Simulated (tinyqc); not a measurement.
Electrons shared among three sets of ellipsoidal valleys, step by step. Values are carried at full precision from step to step, so a last printed digit may differ when a step is redone from the rounded ones.

Constants: hbar^2/2m0 = 3.80998211 eV angstrom^2; kB = 8.617333262e-05 eV/K.

Parameters, chosen for this exercise (masses and offsets near those of GaAs; mobilities are free inputs, held fixed; shifted at random, so the results belong to these values and not to a real crystal):
```
symbol  value                   unit        meaning
ml      (0.07, 1.85, 1.25)      m0          longitudinal masses of Gamma, L, X
mt      (0.07, 0.0768, 0.2307)  m0          transverse masses
M       (1, 4, 3)                           valleys in each set
T       300                     K
dE      (0, 0.22, 0.475)        eV          edges of Gamma, L, X above the first
n       8.6e+16                 1/cm^3      total electron density
mu      (8000, 720, 300)        cm^2/(V s)  mobility of each set
```

## Masses of each set

One valley: m_d = (ml mt^2)^(1/3). Whole set: m_de = M^(2/3) m_d. Mean over three axes: 1/m_c = (1/ml + 2/mt)/3. Anisotropy K = ml/mt.

m_d, m_de, m_c (m0) and K of each set:
```
set       m_d    m_de     m_c      K
Gamma  0.0700  0.0700  0.0700   1.00
L      0.2218  0.5589  0.1129  24.09
X      0.4052  0.8428  0.3168   5.42
```

m_de/m_c is 1.00 for Gamma, 4.95 for L, 2.66 for X: many anisotropic valleys give many states at a light conductivity mass. m_c is the mean over three axes; a set that holds only some of the equivalent valleys conducts with a mass that depends on direction.

## Effective densities of states

N_i = M_i times N = 2 (m kB T/(4 pi c))^(3/2) with c = hbar^2/2m0, in 1/angstrom^3; times 1e24 for 1/cm^3, with m = (ml mt^2)^(1/3).

kT = 0.025852 eV

N_i (1/cm^3): Gamma 4.6475e+17, L 1.0485e+19, X 1.9418e+19

## Fermi level and populations

F_j(eta) = (1/Gamma(j + 1)) integral_0^infinity x^j dx/(1 + exp(x - eta)), which tends to exp(eta) for eta << 0.

Solve n = sum_i N_i F_1/2((EF - dE_i)/kT), energies from the edge of the first set.

EF = -0.0421 eV

eta_i: Gamma -1.63, L -10.14, X -20.00

n_i (1/cm^3): Gamma 8.56e+16, L 4.15e+14, X 4.00e+10

shares: Gamma 0.9952, L 0.0048, X 0.0000

Gamma holds most electrons (99.5 %). Boltzmann weights N_i exp(-dE_i/kT) would give L a share of 0.0045.

## Drift and Hall mobility of the mixture

With f_i the shares, mu_drift = sum f_i mu_i; low-field Hall mobility mu_H = sum f_i mu_i^2/mu_drift (scattering and anisotropy factors set to 1); the Hall density is n mu_drift/mu_H; rho = 1/(e n mu_drift), e = 1.602176634e-19 C.

mu_drift = 7965 cm^2/(V s)
mu_H = 7997 cm^2/(V s)
Hall density = 8.57e+16 1/cm^3
rho = 0.00911 ohm cm

A Hall measurement would read 99.6 % of the true density.

## Checks

- Share of L at n = 1e10 1/cm^3 against the Boltzmann weight: both 0.004524.

Run: tinyqc, `OMP_NUM_THREADS=1 python tinyqc.py 1652389 1652390 out.jsonl`; Intel(R) Xeon(R) Processor @ 2.30GHz, one thread, shared host; about 0.01 s of CPU time with all checks.
